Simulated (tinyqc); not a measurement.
Nanowire ballistic transistor, top-of-the-barrier model: one step of the calculation.

At the top of the source barrier, states moving towards the drain are filled by the source (Fermi level 0) and states moving back by the drain (Fermi level -q Vd); nothing scatters. U is the shift of the band edge there, set by the capacitances CG, CD and CS (the total) and by the charge. Parabolic one-dimensional subband; the source is grounded.

Question. Density of states, capacitances and charge at zero bias. N0 = gv sqrt(2 m kB T/pi)/hbar, CG = 2 pi eps0 eox/ln(1 + 2 tox/d), CS = CG/aG, n0 = n at U = 0 and Vd = 0. eta1 = -(E0 + U)/Vt, eta2 = eta1 - Vd/Vt, n = (N0/2)[F_(-1/2)(eta1) + F_(-1/2)(eta2)], F_(-1/2)(x) = (1/sqrt(pi)) int_0^infinity u^(-1/2)/(1 + exp(u - x)) du. UL = -(aG Vg + aD Vd).

Inputs (values chosen for the exercise); mass and valleys close to those of indium arsenide: temperature T = 150 K; effective mass m = 0.0296 m0; valley degeneracy gv = 1; relative permittivity of the gate insulator eox = 22; insulator thickness tox = 3 nm; wire diameter d = 6 nm; gate control CG/CS aG = 0.88; drain control CD/CS aD = 0.054; band edge at the barrier top above the source Fermi level at zero bias E0 = 0.26 eV; gate voltage Vg = 0.5 V; drain voltage Vd = 0.5 V.

Constants: q = 1.602176634e-19 C, kB = 1.380649e-23 J/K, hbar = 1.054571817e-34 J s, m0 = 9.1093837015e-31 kg, Vt = kB T/q, eps0 = 8.8541878128e-14 F/cm where lengths are in cm. Results are converted to the units shown.

Find: N0; CG; CS; n0; UL.

Answer.

N0 = 5.654e5 cm^-1
CG = 17.66 pF/cm
CS = 20.07 pF/cm
n0 = 0.001039 cm^-1
UL = -0.4670 eV

Program tinyqc, `OMP_NUM_THREADS=1 python tinyqc.py 2400098 2400099 out.jsonl`; Intel Xeon 2.30GHz, shared host, one thread, about 0.04 s.
